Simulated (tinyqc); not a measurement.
From one set of inputs to another, one input at a time: anisotropic wet etching of Si(100): plane rates, V-grooves, membranes and undercut. Computed by tinyqc, a small Python program. Command: `OMP_NUM_THREADS=1 python tinyqc.py 3028408 3028409 out.jsonl wetetch ladder`. One thread of a shared host (Intel(R) Xeon(R) Processor @ 2.30GHz), about 0.01 s of CPU time with the checks.

A long slot opens the mask on a (100) wafer. The floor etches at R100; (111) walls stand at theta = arctan(sqrt2) = 54.7356 degrees to the surface and recede at R111 along their normal.

The inputs printed are set A. Set A is close to those used for potassium hydroxide solutions; the values taken over come from a set close to those used for tetramethylammonium hydroxide solutions. Inputs not listed in the table keep their values of set A, so the rows need not describe a real material.

Inputs (values chosen for the exercise, close to those used for potassium hydroxide solutions):
```
quantity                                                                    value     unit
prefactor k0 of the (100) rate                                            5.6e+08   um/min
activation energy of (100), E                                               0.597       eV
ratio (100)/(111) at 80 C                                                     110        -
extra energy of (111), dE                                                   0.096       eV
ratio (100)/oxide at 80 C                                                     210        -
extra energy of the oxide, dE_ox                                              0.2       eV
bath temperature T                                                             60        C
width w (mask opening along <110>, or membrane width in the design step)      210       um
misalignment of the mask                                                        2  degrees
etch time t                                                                   120      min
```

Constants: k_B = 8.617333262e-05 eV/K.

Method:
- R100 = k0 exp(-E/(k_B T)); a ratio given at 80 C scales as exp[(extra energy/k_B)(1/T - 1/353.15 K)]; R111 and R_ox follow by division.
- Temperatures in kelvin are T(C) + 273.15.
- A misaligned edge exposes ledges and adds R100 sin(misalignment) to the lateral rate (a simple estimate): u = R111/sin(theta) + R100 sin(misalignment). Top width W = w + 2 u t; floor width b = W - 2 z/tan(theta) = W - sqrt2 z. The floor lasts until b = 0, at t_V = w/(sqrt2 R100 - 2u); depth z = R100 t before t_V and W/sqrt2 after.

Each row keeps all changes above it:
```
input moved                                                                                 from                to  depth z (um)  top width W (um)  time t_V to close the V (min)
set A                                                                                          -                 -         62.54            215.52                         303.88
bath temperature T (C)                                                                        60                90        171.68            242.79                          54.77
ratio (100)/oxide at 80 C                                                                    210              2600        171.68            242.79                          54.77
ratio (100)/(111) at 80 C                                                                    110                38        183.02            258.83                          56.75
prefactor k0 of the (100) rate (um/min) and activation energy of (100), E (eV)  560000000, 0.597  680000000, 0.621        167.97            237.54                         100.63
misalignment of the mask (degrees)                                                             2               0.5        160.69            227.25                          96.66
width w (mask opening along <110>, or membrane width in the design step) (um)                210                18         24.93             35.25                           8.28
etch time t (min)                                                                            120               260         39.16             55.38                           8.28
```

Which inputs carry the difference?

Depth z goes from 62.5 to 39.2, a factor 0.626 in all. The largest single move comes from width w (mask opening along <110>, or membrane width in the design step) (a factor 0.155), and bath temperature T works against it (a factor 2.75). top width W goes from 216 to 55.4, a factor 0.257 in all. The largest single move comes from width w (mask opening along <110>, or membrane width in the design step) (a factor 0.155), and etch time t works against it (a factor 1.57). Time t_V to close the V goes from 304 to 8.28, a factor 0.0273 in all. The largest single move comes from width w (mask opening along <110>, or membrane width in the design step) (a factor 0.0857), and prefactor k0 of the (100) rate with activation energy of (100), E works against it (a factor 1.77). The single moves hold for this order of the switches; the total does not depend on the order.

Extremes, crossings and ranges named in words are read from the listed rows.
